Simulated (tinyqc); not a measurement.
From results back to parameters: polytypes by hexagonality, and a cubic inclusion as a quantum well. Three cases, with inputs chosen for the exercise.

Problem. A square well of depth V with masses m_w inside and m_b outside (first and second entry of m) binds its lowest level at the given depth below the barrier: k tan(k L/2) = (m_w/m_b) q, k = sqrt(m_w E/c), q = sqrt(m_b (V - E)/c), c = hbar^2/2m0. How many double layers wide is it?

Constants: hbar^2/2m0 = 3.80998211 eV angstrom^2.

Case 1.

Values chosen (out of a larger set: of the order of those of InAs; not measured data): m = (0.027, 0.027) m0 (electron mass along c in the cubic layer and in the host); d = 3.495 angstrom (thickness of a double layer).

V = 0.08300 eV
depth V - E = 0.02223 eV

Case 2.

Values chosen (out of a larger set: of the order of those of InAs; not measured data): m = (0.025, 0.027) m0 (electron mass along c in the cubic layer and in the host); d = 3.509 angstrom (thickness of a double layer).

V = 0.08900 eV
depth V - E = 0.00568 eV

Case 3.

Values chosen (out of a larger set: of the order of those of SiC; not measured data): m = (0.299, 0.355) m0 (electron mass along c in the cubic layer and in the host); d = 2.521 angstrom (thickness of a double layer).

V = 0.77800 eV
depth V - E = 0.56412 eV

Find: k; q; L; N.

Solution. L = (2/k) arctan((m_w/m_b) q/k), and N = L/d.

Case 1.

k = 0.0208 1/angstrom
q = 0.0126 1/angstrom
L = 52.42 angstrom
N = 15.0

Case 2.

k = 0.0234 1/angstrom
q = 0.0063 1/angstrom
L = 21.05 angstrom
N = 6.0

Case 3.

k = 0.1296 1/angstrom
q = 0.2293 1/angstrom
L = 15.13 angstrom
N = 6.0

Computed by tinyqc, one run a case: `OMP_NUM_THREADS=1 python tinyqc.py N N+1 out.jsonl` with N = 1880446, 1880465, 1880477; one thread of a shared Intel(R) Xeon(R) Processor @ 2.30GHz, about 0.2 s a run at most.
